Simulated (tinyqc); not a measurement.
Mass from the capacitance plateau.

Inverse problem. Once one two-dimensional band is degenerate, Cq = q gv md m0 q/(pi hbar^2) and 1/C_G = 1/Cox + 1/Cq (no traps). Find Cq, md and the oxide-equivalent thickness 3.9 eps0/Cq that it adds.

Inputs (values chosen for the exercise):
```
symbol  value  unit            meaning
gv          2        valley degeneracy
```

Constants: q = 1.602176634e-19 C, hbar = 1.054571817e-34 J s, m0 = 9.1093837015e-31 kg, eps0 = 8.8541878128e-14 F/cm where lengths are in cm. Results are converted to the units shown.

C_G on the plateau = 1.1748832 uF/cm^2
Cox = 1.1960920 uF/cm^2

Solution. Removing Cox from the series leaves Cq, which is proportional to gv md.

Cq = 66.26 uF/cm^2
md = 0.4950 m0
added thickness = 0.05212 nm

tinyqc, about 0.01 s, one thread, Intel Xeon 2.30GHz (shared host): `OMP_NUM_THREADS=1 python tinyqc.py 2200109 2200110 out.jsonl`
